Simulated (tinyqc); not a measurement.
Worked calculation: CIS on RHF in the sto-3g basis, for H2, spin multiplicity 1. One step of it, computed by the program tinyqc.

Problem. CIS matrix, singlets. A(ia,jb) = (e_a - e_i) d_ij d_ab + 2 (ia|jb) - (ij|ab).

orbital energies (hartree): MO1 -0.520826, MO2 0.535456

Two-electron integrals over orbitals (pq|rs), unique and non-zero (hartree):
```
(11|11) 0.646222   (21|21) 0.190025   (22|11) 0.638513   (22|22) 0.671005
```

Give: CIS matrix A, singlet.

Solution.

CIS matrix A, singlet (hartree), order 1>2:
$$\begin{pmatrix}
0.7978
\end{pmatrix}$$
